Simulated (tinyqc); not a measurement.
Resistance of a source-drain extension with a graded tip: one step of the calculation.

y runs along the channel, the gate covers y > 0. The doping is N0 for y < y0 and N0 10^(-(y - y0)/la) beyond, uniform over the depth xj. Sheet conductance s(y) = q mu(N) max(N - Nch, 0) xj + (for y > 0) ma Cox Vo, with mu(N) = u0 + (u1 - u0)/(1 + (N/Nr)^au) and Cox = eps0 eox/tox. Current is taken as one-dimensional; depletion of the tip, spreading and the contact are left out. The metallurgical junction lies at yj, where N = Nch.

Problem. Sheet resistances and junction position. yj = y0 + la log10(N0/Nch); sheet resistance of the full extension 1/[q mu(N0)(N0 - Nch) xj] and of the gate-induced layer 1/(ma Cox Vo); metallurgical length Lg - 2 yj; ye is where the doped and the gate-induced conductances are equal.

Parameters, values chosen for the exercise; mobility law close to that of electrons in silicon:
```
symbol,value,unit,meaning
eox,3.9,,relative permittivity of the gate insulator (close to silicon dioxide)
tox,1.4,nm,insulator thickness
N0,1.2e20,cm^-3,active doping of the extension far from the gate
la,4.7,nm/decade,lateral abruptness
y0,0.4,nm,position under the gate where the fall begins (gate edge at 0)
xj,13,nm,depth of the extension
Nch,5.4e17,cm^-3,channel doping
Vo,0.79,V,gate overdrive
ma,240,cm^2/(V s),mobility of the gate-induced layer
u1,1414,cm^2/(V s),mobility at low doping
u0,68.5,cm^2/(V s),mobility at high doping
Nr,9.2e16,cm^-3,reference doping
au,0.711,,exponent
Lg,40,nm,gate length
```

Constants: q = 1.602176634e-19 C, eps0 = 8.8541878128e-14 F/cm where lengths are in cm. Results are converted to the units shown.

Wanted: yj; sheet resistance of the extension; sheet resistance of the induced layer; metallurgical length; ye; N at ye.

Solution.

yj = 11.430 nm
sheet resistance of the extension = 524.33 ohm/square
sheet resistance of the induced layer = 2138.3 ohm/square
metallurgical length = 17.140 nm
ye = 3.6352 nm
N at ye = 2.4595e19 cm^-3

The gate takes over 7.79 nm before the junction, where N is still 45.5 times the channel doping.

Numbers from tinyqc (`OMP_NUM_THREADS=1 python tinyqc.py 2282113 2282114 out.jsonl`; about 0.03 s on one thread of a shared Intel Xeon 2.30GHz).
